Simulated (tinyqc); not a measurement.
Limits against temperature: thermal and gravitational stress in a wafer during furnace and rapid thermal processing, and the onset of slip. Computed by tinyqc, a small Python program. Command: `OMP_NUM_THREADS=1 python tinyqc.py 3024983 3024984 out.jsonl slip walk`. One thread of a shared host (Intel(R) Xeon(R) Processor @ 2.30GHz), about 0.01 s of CPU time with the checks.

A thin free disc in plane stress, isotropic; T(r) = T_centre + dT (r/R)^n with n = 2. Stress is positive in tension; sigma_SB = 5.670374419e-8 W/(m^2 K^4), g = 9.80665 m/s^2.

Inputs (values chosen for the exercise, for a model wafer):
```
quantity                              value        unit
wafer radius R                          225          mm
thickness t                             925  micrometre
Young's modulus E                       148         GPa
expansion alpha                        4.38      1e-6/K
prefactor A of the critical stress  0.00058         MPa
energy U of the critical stress       0.982          eV
density rho                            2330      kg/m^3
heat capacity c                         922    J/(kg K)
conductivity k                         28.5     W/(m K)
wafer spacing s                          15          mm
```

Constants: k_B = 8.617333262e-05 eV/K.

Method. Critical resolved stress tau_c = A exp(U/(k_B T)), a form chosen for the exercise; slip when 0.492799 |s_tt(R)| > tau_c; allowed |dT| = tau_c (n + 2)/(0.492799 n alpha E). In a stack heated from the rim, heat flows inward by conduction and by radiation between wafers: k_eff = k + (16/3) sigma_SB T^3 s^2/t (a diffusion estimate with the spacing as path length). A steady ramp gives the parabolic lag dT = rho c (ramp) R^2/(4 k_eff); the allowed ramp uses n = 2.

For the parabolic profile:
```
T (K)  tau_c (MPa)  allowed |dT| (K)  k_eff (W/(m K))  allowed ramp (K/min)
1050        29.979            187.69           113.66                47.076
1125        14.541             91.04           133.24                26.768
1200         7.721             48.34           155.61                16.599
1275         4.416             27.65           180.97                11.042
1350         2.688             16.83           209.49                 7.779
1425         1.724             10.79           241.36                 5.748
1500         1.156              7.23           276.77                 4.419
```

From 1050 to 1500 K the allowed difference falls 26 times and the allowed ramp 11 times; radiation, which grows as T^3, gives back a factor 2.44. Ramps must slow as the wafer gets hotter.
